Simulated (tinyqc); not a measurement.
Global model of a low-pressure process discharge: electron temperature, density, ion flux and ion energy: one step, computed by the program tinyqc.

Maxwellian electrons with temperature T_e in eV, one positive ion, no negative ions, uniform bulk density n; rate constants have the Arrhenius form.

Question. Geometry factors. n_g = p/(k_B T_g); lambda_i = 1/(n_g sigma); h_L = 0.86/sqrt(3 + L/(2 lambda_i)), h_R = 0.8/sqrt(4 + R/lambda_i); A_eff = 2 pi R^2 h_L + 2 pi R L h_R; d_eff = pi R^2 L/A_eff.

Inputs (values chosen for the exercise, of the order of those of an inductive discharge in a simple atomic gas):
```
quantity                     value  unit
ion-neutral cross section  8.8e-19   m^2
pressure p                     1.2    Pa
gas temperature T_g            600     K
radius R                        15    cm
height L                        12    cm
```

Constants: k_B = 1.380649e-23 J/K.

Give: gas density n_g; ion mean free path; h_L; h_R; A_eff; d_eff.

Answer.

gas density n_g = 1.4486e+20 1/m^3

ion mean free path = 0.78446 cm

h_L = 0.26354

h_R = 0.16637

A_eff = 560.74 cm^2

d_eff = 15.127 cm
